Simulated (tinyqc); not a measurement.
# Gate-all-around wire with two subbands, quantum capacitance, step by step

Program tinyqc, `OMP_NUM_THREADS=1 python tinyqc.py 2200124 2200125 out.jsonl`; Intel Xeon 2.30GHz, shared host, one thread, about 0.01 s. Printed values are rounded.

phi is the Fermi level above the lowest subband edge, in volts; Vg is counted from the gate voltage at which an empty wire would have phi = 0. Both directions of motion are filled (equilibrium).

Inputs (values chosen for the exercise):

| symbol | value | unit | meaning |
|---|---|---|---|
| T | 400 | K | temperature |
| eox | 3.9 |  | relative permittivity of the gate insulator (close to silicon dioxide) |
| tox | 4.4 | nm | insulator thickness |
| md | 0.3 | m0 | mass along the wire |
| gv | 2 |  | valley degeneracy |
| E2 | 0.13 | eV | second subband above the first |
| g2 | 2 |  | orbital degeneracy of the second subband |
| rw | 2.9 | nm | radius of the wire |
| Vg | 0.51 | V | gate voltage |

Constants: q = 1.602176634e-19 C, kB = 1.380649e-23 J/K, hbar = 1.054571817e-34 J s, m0 = 9.1093837015e-31 kg, Vt = kB T/q, eps0 = 8.8541878128e-14 F/cm where lengths are in cm. Results are converted to the units shown.

## Gate capacitance

Cox = 2 pi eps0 eox/ln(1 + tox/rw) per length.

Cox = 2.35025 pF/cm

## Starting value

phi = Vg.

phi at the start = 0.51 V

## Iteration 1: new phi

N1 = gv sqrt(2 md m0 kB T/(pi hbar^2)); n1 = N1 F(phi/Vt), n2 = g2 N1 F((phi - E2)/Vt), n = n1 + n2, F(e) = (1/sqrt(pi)) int_0^infinity u^(-1/2) du/(1 + exp(u - e)); Cq = q dn/dphi = (q N1/Vt) [F'(phi/Vt) + g2 F'((phi - E2)/Vt)]. Newton: f = phi + q (n)/Cox - Vg, phi(new) = phi - f/(1 + (Cq)/Cox).

n1 = 2.54660e7 cm^-1
n2 = 4.38931e7 cm^-1
Cq = 13.4223 pF/cm
f = 4.72823 V
phi after iteration 1 = -0.194547 V

## Iteration 2: new phi

As before.

n1 = 20749.0 cm^-1
n2 = 957.544 cm^-1
Cq = 0.100654 pF/cm
f = -0.703068 V
phi after iteration 2 = 0.479647 V

## Course of the iteration

Stop when the step is below 1e-10 V, or after 40 iterations.

Course of the iteration:
```
iteration  phi before the step (V)   step (V)
1                             0.51     -0.705
2                        -0.194547      0.674
3                         0.479647     -0.651
4                        -0.171289      0.626
5                         0.454700     -0.607
6                        -0.151886      0.573
7                         0.421281     -0.547
8                        -0.125393      0.477
9                         0.351759     -0.420
10                      -0.0677610      0.216
11                        0.148090    -0.0838
12                       0.0642973    -0.0258
13                       0.0385325   -1.95e-3
14                       0.0365835   -9.71e-6
15                       0.0365738  -2.41e-10
16                       0.0365738    < 1e-13
```

Converged in 16 iterations.

## Charge and capacitances at the solution

converged phi = 0.0365738 V

N1 = gv sqrt(2 md m0 kB T/(pi hbar^2)); n1 = N1 F(phi/Vt), n2 = g2 N1 F((phi - E2)/Vt), n = n1 + n2, F(e) = (1/sqrt(pi)) int_0^infinity u^(-1/2) du/(1 + exp(u - e)); Cq = q dn/dphi = (q N1/Vt) [F'(phi/Vt) + g2 F'((phi - E2)/Vt)]. 1/C_G = 1/Cox + 1/(Cq); dphi/dVg = Cox/(Cox + Cq).

n = 6.94475e6 cm^-1
Cq = 15.5103 pF/cm
C_G = 2.04099 pF/cm
dphi/dVg = 0.131589

Cq is 6.60 times Cox, so C_G is 86.8 % of Cox; 7.17 % of the gate voltage has gone into phi.
